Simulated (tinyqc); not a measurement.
# Changing the applied field E

Model: Landau-Devonshire theory of a uniaxial ferroelectric. Computed by tinyqc, a small Python program. Command: `OMP_NUM_THREADS=1 python tinyqc.py 3016198 3016199 out.jsonl ferro sweep`. One thread of a shared host (Intel(R) Xeon(R) Processor @ 2.30GHz), about 0.01 s of CPU time with the checks.

G(P) = (alpha/2) P^2 + (beta*/4) P^4 + (gamma/6) P^6 - E P per volume, SI units, one domain, P along the polar axis, which is normal to the film.

Inputs (values chosen for the exercise, for a model ferroelectric):

| quantity | value | unit |
|---|---|---|
| alpha_0 | 315000 | J m/(C^2 K) |
| Curie-Weiss temperature T0 | 630 | K |
| beta | -1.57e+09 | J m^5/C^4 |
| gamma | 8.96e+09 | J m^9/C^6 |
| temperature T | 413 | K |
| misfit strain u_m | -0.011 | - |
| electrostriction Q12 | -0.031 | m^4/C^2 |
| compliance s11 + s12 | 7.1e-12 | m^2/N |
| start of Newton steps P0/Ps | 1 | - |

Sample: epitaxial film.

Constants: eps_0 = 8.8541878128e-12 F/m.

Method:
- alpha = alpha_0 (T - T0*), with clamping: T0* = T0 + 4 Q12 u_m/(alpha_0 (s11 + s12)), beta* = beta + 4 Q12^2/(s11 + s12).
- Ps^2 = [-beta* + sqrt(beta*^2 - 4 alpha gamma)]/(2 gamma).
- chi = 1/(eps_0 G''), G'' = alpha + 3 beta* P^2 + 5 gamma P^4 at Ps. Ps, chi and the coercive field are for perfect screening, without a depolarising field. The intrinsic coercive field is |alpha P + beta* P^3 + gamma P^5| at the P_c where G'' = 0. 1 C/m^2 = 100 microcoulomb/cm^2.
- Solve G'(P) = alpha P + beta* P^3 + gamma P^5 - E = 0 by P(new) = P - G'/G'' from P0; stop when the step is below 1e-11 C/m^2 (G' under 1e-6 MV/m is shown as 0).

One run for each value:

| applied field E (MV/m) | P at the end of the steps (microcoulomb/cm^2) | 1/(eps_0 G'') there |
|---|---|---|
| 1.0 | 48.779 | 73.262 |
| 1.9 | 48.837 | 72.773 |
| 3.8 | 48.958 | 71.765 |
| 7.3 | 49.178 | 69.992 |
| 14.0 | 49.584 | 66.876 |
| 27.0 | 50.323 | 61.679 |
| 53.0 | 51.646 | 53.687 |
| 100.0 | 53.663 | 44.014 |
| 200.0 | 56.995 | 32.598 |

Over the rows, P at the end of the steps (microcoulomb/cm^2) rises from 48.8 to 57.0 (exponent d ln y / d ln x 0.0019 between the first rows and 0.087 between the last); 1/(eps_0 G'') there falls from 73.3 to 32.6 (exponent d ln y / d ln x -0.010 between the first rows and -0.43 between the last). At the low end the exponent of 1/(eps_0 G'') there is -0.01, close to 0: the linear regime.

Caution (all rows): the strain shifts T0 by more than 500 K here, which is beyond the range where constant coefficients hold. Caution (all rows): far below T0* the expansion with linear alpha(T) is only a fit.
